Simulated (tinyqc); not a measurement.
One-sided p+-n junction, ionisation integral and breakdown: one step of the calculation.

A p+ layer at x < 0 and an n drift layer from x = 0. Depletion approximation, built-in voltage neglected. Local ionisation coefficients alpha_n = an exp(-(bn/E)^mx), alpha_p = ap exp(-(bp/E)^mx). Electrons move towards +x, holes towards x = 0.

Question. Ionisation integrals by the trapezoid rule. G(x) = integral from 0 to x of (alpha_n - alpha_p); I_n = integral of alpha_n exp(-G) (electrons injected at x = 0), I_p = integral of alpha_p exp(G(end) - G) (holes injected at the far edge); M = 1/(1 - I). All integrals by the trapezoid rule on the grid.

```
point     x (um)  alpha_n (1/cm)  alpha_p (1/cm)
0      0.0000000       22967.093       29366.474
1      0.0840009       17458.134       23442.279
2      0.1680019       12933.713       18322.057
3      0.2520028       9303.2509       13977.244
4      0.3360037       6467.6123       10368.316
5      0.4200047       4321.4429       7444.6509
6      0.5040056       2756.1826       5144.9456
7      0.5880065       1663.6821       3398.3542
8      0.6720075       940.23520       2126.4913
9      0.7560084       490.70581       1246.3745
10     0.8400093       232.29699       674.26601
11     0.9240103       97.409058       330.17661
12     1.0080112       35.038644       142.54122
13     1.0920121       10.340694       52.303052
14     1.1760131       2.3495308       15.481418
```

Find: G; alpha_n exp(-G); I_n; I_p; M_n; M_p.

Answer.

```
point         G  alpha_n exp(-G) (1e4 1/cm)
0       0.00000                      2.2967
1      -0.05201                      1.8390
2      -0.09978                      1.4291
3      -0.14204                      1.0723
4      -0.17805                      0.7728
5      -0.20755                      0.5318
6      -0.23070                      0.3471
7      -0.24802                      0.2132
8      -0.26029                      0.1220
9      -0.26845                      0.0642
10     -0.27348                      0.0305
11     -0.27631                      0.0128
12     -0.27774                      0.0046
13     -0.27837                      0.0014
14     -0.27860                      0.0003
```

I_n = 0.63752
I_p = 0.72537
M_n = 2.7588
M_p = 3.6413

Numbers from tinyqc (`OMP_NUM_THREADS=1 python tinyqc.py 2120130 2120131 out.jsonl`; about 0.06 s on one thread of a shared Intel Xeon 2.30GHz).
